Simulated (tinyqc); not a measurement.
Deal-Grove kinetics of thermal oxidation of silicon. From one set of inputs to another, one input at a time. Computed by tinyqc, a small Python program. Command: `OMP_NUM_THREADS=1 python tinyqc.py 3011388 3011389 out.jsonl oxide ladder`. One thread of a shared host (Intel(R) Xeon(R) Processor @ 2.30GHz), about 0.1 s of CPU time with the checks.

Oxidant diffuses through the oxide and reacts at the interface, so that dx/dt = B/(A + 2x) for the oxide thickness x.

The inputs printed are set A. Inputs not listed in the table keep their values of set A, so the rows need not describe a real material.

Inputs (values chosen for the exercise, close to those used for silicon):
```
quantity                              value    unit
prefactor B0                            417  um^2/h
activation energy E_B                 0.785      eV
prefactor (B/A)0                   9.99e+07    um/h
activation energy E_A                  2.04      eV
temperature T                          1075       C
oxidant pressure p                        1     atm
pressure exponent m of B/A                1       -
initial oxide x_i                     0.005      um
time t                                  1.3       h
field oxide beside the window x_f      0.62      um
```

Ambient: steam. Surface: (100). Extension: masking step.

Constants: k_B = 8.617333262e-05 eV/K.

Method:
- B = B0 p exp(-E_B/(k_B T)), B/A = (B/A)0 p^m exp(-E_A/(k_B T)), p in atm; A = B/(B/A).
- Temperatures in kelvin are T(C) + 273.15.
- tau = (x_i^2 + A x_i)/B and x = (A/2) [sqrt(1 + 4 B (t + tau)/A^2) - 1], the root of x^2 + A x = B (t + tau).
- Silicon consumed is 0.44 times the oxide grown; the rate is B/(A + 2x).
- The same oxidation acts on the field oxide, with x_f in place of x_i. Each region consumes 0.44 times the oxide it grows; the step in the silicon surface is the difference, and the step in the oxide surface is (x_f(new) - 0.44 growth) against the same for the window, counted from the silicon surface before this oxidation.

Each row keeps all changes above it:
```
input moved                                                       from              to  oxide thickness x (um)  final growth rate (um/h)  step in the silicon (um)
set A                                                                -               -                 0.69856                   0.30258                1.5077e-01
initial oxide x_i (um)                                           0.005            0.01                 0.69925                   0.30232                1.4887e-01
time t (h)                                                         1.3            0.15                 0.18964                   0.82951                5.7623e-02
prefactor B0 (um^2/h) and activation energy E_B (eV)        417, 0.785      414, 0.769                 0.19769                   0.87800                5.8724e-02
prefactor (B/A)0 (um/h) and activation energy E_A (eV)  99900000, 2.04  84300000, 2.06                 0.17210                   0.82047                4.8820e-02
temperature T (C)                                                 1075             800                 0.01267                   0.01777                2.0681e-04
```

Which inputs carry the difference?

Oxide thickness x goes from 0.699 to 0.0127, a factor 0.0181 in all. The largest single move comes from temperature T (a factor 0.0736). Final growth rate goes from 0.303 to 0.0178, a factor 0.0587 in all. The largest single move comes from temperature T (a factor 0.0217), and time t works against it (a factor 2.74). Step in the silicon goes from 0.151 to 2.07e-4, a factor 0.00137 in all. The largest single move comes from temperature T (a factor 0.00424). The single moves hold for this order of the switches; the total does not depend on the order.

Extremes, crossings and ranges named in words are read from the listed rows.
